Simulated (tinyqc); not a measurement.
Comparisons within one model: Wannier-Stark ladder of a miniband. A value that a table varies takes the place of the one given here.

One state in each well j = -(Nw - 1)/2 ... (Nw - 1)/2: H_jj = j e F d, H_(j,j+1) = -W/4; 1 kV/cm = 0.01 meV/angstrom. In an infinite chain the levels are j e F d and the state of well 0 has amplitude J_j(x) in size on well j, x = W/(2 e F d).

Constants: hbar = 6.58211957e-16 eV s.

Values chosen for the exercise (near those of an InGaAs/InAlAs superlattice; the results hold for these values, not for the real material): W = 22 meV (miniband width); d = 114 angstrom (period); Nw = 9 (wells); Fs = (2.2, 3.1, 4.2, 5.9, 9.1, 15, 33) kV/cm (fields); G = 12 meV (hbar/tau); F = 4.1 kV/cm (field).

## Raising the field

Infinite-chain weights beside the middle spacing of the finite stack.

Results:
```
F (kV/cm)  e F d (meV)      x  J_0^2  J_1^2  J_2^2  middle spacing/(e F d)
2.2               2.51  4.386  0.119  0.039  0.065                  1.2731
3.1               3.53  3.113  0.088  0.088  0.236                  1.0590
4.2               4.79  2.297  0.003  0.292  0.171                  1.0099
5.9               6.73  1.635  0.189  0.329  0.071                  1.0010
9.1              10.37  1.060  0.545  0.211  0.016                  1.0000
15               17.10  0.643  0.809  0.093  0.002                  1.0000
33               37.62  0.292  0.958  0.021  0.000                  1.0000
```

How do the results move?

J_0 vanishes at x = 2.405, F = 4.0 kV/cm, where the line at j = 0 disappears; J_0^2 overtakes J_1^2 for good at x = 1.435, F = 6.7 kV/cm, and reaches 0.96 in the last row. The 9 wells reproduce the middle spacing of the even ladder to 1 % from 4.2 kV/cm on, where the swing W/(e F d) = 2x is 4.6 periods. The lines are seen apart only where e F d exceeds their width, usually a few meV.

## Drift velocity with scattering

Esaki-Tsu: v = v0 y/(1 + y^2), y = e F d/G, v0 = W d/(2 hbar), at zero temperature; 1 angstrom/s = 1e-8 cm/s, 1 kV/cm = 0.01 meV/angstrom. The last column is dv/dF in cm^2/(V s).

Results:
```
y    F (kV/cm)  v (1e6 cm/s)  dv/dF
0.1       1.05          1.89   1756
0.3       3.16          5.24   1386
0.6       6.32          8.41    626
1.0      10.53          9.53      0
1.5      15.79          8.79   -214
2.5      26.32          6.57   -181
4.0      42.11          4.48    -94
```

v0 = 19.05 x 1e6 cm/s
field at y = 1 = 10.53 kV/cm

How do the results move?

The velocity peaks at v0/2 = 9.53 x 1e6 cm/s at 10.53 kV/cm and then falls: negative differential velocity, steepest at y = sqrt3 with -v0/(8 Fc) = -226 cm^2/(V s). The low-field mobility is v0/Fc = 1810 cm^2/(V s). At the peak the swing is W/G = 1.8 periods, too few for the semiclassical picture to be safe.

## What each parameter does

e F d, x, J_0(x)^2 and the lowest level of the finite stack. Each row changes one parameter from the base and keeps the others.

Results:
```
case              e F d (meV)      x  J_0^2  lowest level (meV)
base                     4.67  2.353  0.001              -23.21
W = 28 meV               4.67  2.995  0.067              -25.23
d = 106 angstrom         4.35  2.531  0.004              -22.09
F = 2.87 kV/cm           3.27  3.362  0.128              -18.51
Nw = 11                  4.67  2.353  0.001              -27.89
```

What does this show?

The largest shifts from the base row, up to three for each result and ties (the steps differ in size, so this ranks the rows, not the parameters). e F d (meV): F -1.40, d -0.33; unchanged at the printed digits by W and Nw. x: F +1.009, W +0.642, d +0.178; unchanged at the printed digits by Nw. J_0^2: F +0.127, W +0.066, d +0.003; unchanged at the printed digits by Nw. lowest level (meV): F +4.71, Nw -4.67, W -2.01.

(tinyqc, `OMP_NUM_THREADS=1 python tinyqc.py 1281925 1281926 out.jsonl`, Intel(R) Xeon(R) Processor @ 2.30GHz, 1 thread, shared host, about 0.01 s.)
